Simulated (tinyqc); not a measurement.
Thermal resistances of a two-die stack.

Problem. Heat leaves through the lower die only, and the system is linear. Find the resistance R1 from the lower die to the coolant, R2 between the dies, and the rise of the upper die when both are powered.

Values chosen for this exercise:
- P1 = 35 W (power of the lower die)
- P2 = 9.6 W (power of the upper die)

rises of the lower and upper die with only the lower one powered (K): [8.05, 8.05]
rises of the lower and upper die with only the upper one powered (K): [2.208, 2.88]

Answer. With only the lower die powered no heat crosses R2, so both dies rise by P1 R1; the difference in the second test is P2 R2; rises add.

R1 = 0.230 K/W
R2 = 0.0700 K/W
rise of the upper die = 10.9 K

Program tinyqc, `OMP_NUM_THREADS=1 python tinyqc.py 2162218 2162219 out.jsonl`; Intel Xeon 2.30GHz, shared host, one thread, about 0.03 s.
